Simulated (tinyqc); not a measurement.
One gate, two gates and a surrounding gate.

Below threshold the potential that source and drain add obeys Laplace's equation, vanishes on the gates and decays along the channel as exp(-k y). The same ts (depleted depth over a conducting body, body thickness or wire diameter), ti and permittivities in three geometries; k is the smallest positive root of: one gate, f(k) = eps_r sin(k ti) cos(k ts) + ei cos(k ti) sin(k ts); two gates, f(k) = ei cos(k ti) cos(k ts/2) - eps_r sin(k ti) sin(k ts/2); wire, f(k) = ei J0(u)[J1(u) Y0(v) - Y1(u) J0(v)] - eps_r J1(u)[J0(u) Y0(v) - Y0(u) J0(v)], u = k ts/2, v = u + k ti. Parabolic estimates of l: sqrt((eps_r/ei) ts ti); sqrt((eps_r/(2 ei)) ts ti (1 + ei ts/(4 eps_r ti))); sqrt([2 eps_r ts^2 ln(1 + 2 ti/ts) + ei ts^2]/(16 ei)), in the same order.

Inputs (values chosen for the exercise); permittivities: semiconductor close to that of indium arsenide, insulator close to that of hafnium oxide: relative permittivity of the semiconductor eps_r = 15.4; relative permittivity of the insulator ei = 21; insulator thickness ti = 12 nm; wire diameter ts = 12 nm.

Scale lengths (nm):

|  | Lambda = pi/k | l = 1/k | l(parabolic) |
|---|---|---|---|
| one gate over a conducting body | 24.000 | 7.6394 | 10.276 |
| two gates | 33.246 | 10.582 | 8.4143 |
| wire | 22.497 | 7.1609 | 4.8479 |

What does the table show?

The wire has the shortest scale length, 0.677 times that of the double gate; the single gate over a conducting body has 0.722 times it, its layer ending directly on a conductor where the double gate has a second insulator. The parabolic estimates are 35 % above, 20 % below and 32 % below the exact l, in the order of the rows.

Program tinyqc, `OMP_NUM_THREADS=1 python tinyqc.py 2420115 2420116 out.jsonl`; Intel Xeon 2.30GHz, shared host, one thread, about 0.01 s.
